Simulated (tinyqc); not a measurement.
Cooling rate: nucleation and growth of vacancy voids in a cooling silicon-like crystal. Computed by tinyqc, a small Python program. Command: `OMP_NUM_THREADS=1 python tinyqc.py 3002901 3002902 out.jsonl voids walk`. One thread of a shared host (Intel(R) Xeon(R) Processor @ 2.30GHz), about 0.3 s of CPU time with the checks.

Spherical voids; vacancies are lost only to voids.

Inputs (values chosen for the exercise, close to those used for silicon):
```
quantity                                    value    unit
vacancy density at the melting point C_m  5.1e+14  1/cm^3
formation energy E_f                         3.99      eV
melting point T_m                            1685       K
diffusion prefactor D0                     0.0006  cm^2/s
migration energy E_m                          0.5      eV
site density rho                            5e+22  1/cm^3
void surface energy gamma                   0.807   J/m^2
cooling rate q                                1.1   K/min
ratio (V/G)/xi_c                             2.15       -
limit of the excess at high V/G           1.2e+14  1/cm^3
temperature step                             0.25       K
```

Vacancy supply: from V/G.

Constants: k_B = 8.617333262e-05 eV/K; k_B = 1.380649e-23 J/K.

Method:
- C = C_x (u - 1)/(u + 0.2) with u = (V/G)/xi_c, a form chosen for the exercise.
- C_e = C_m exp[-(E_f/k_B)(1/T - 1/T_m)]; D = D0 exp(-E_m/(k_B T)); f = k_B T ln(C/C_e); r* = 2 gamma/(rho f); W* = 16 pi gamma^3/(3 rho^2 f^2); Z = f/sqrt(12 pi W* k_B T); I = rho Z (4 pi r* D C) exp(-W*/(k_B T)).
- March down from 1500 K in steps dT, dt = dT/q, with values at the upper end of each step: a class of I dt voids is born with r*; then all classes grow by r^2 += 2 D (C - C_e) dt/rho; C falls by the vacancies added to voids. Stop at 1150 K. T_n is the T of the largest I, N the final count (classes under 1e-6 /cm^3 are dropped), and the mean radius the number average.

initial excess C = 5.87234e+13 1/cm^3

At fixed C:
```
q (K/min)  T_n (K)  N (1/cm^3)  mean radius (nm)
0.11       1416.25  1.2384e+05            130.64
0.28       1412.75  4.9096e+05             82.50
0.55       1410.00  1.3280e+06             59.19
1.10       1407.25  3.6874e+06             42.09
2.20       1404.00  1.0235e+07             29.94
4.40       1400.75  2.8389e+07             21.30
11.00      1396.25  1.0918e+08             13.58
```

Over the rows N goes as q^1.47 and the radius as q^-0.49, near the 3/2 and -1/2 of the scaling argument (depletion time 1/(4 pi N r D) equal to the time in the nucleation range, at fixed N r^3). T_n drops only 20 K for a factor 100 in q. Fast cooling gives many small voids, which an anneal can dissolve.

Extremes, crossings and ranges named in words are read from the listed rows.
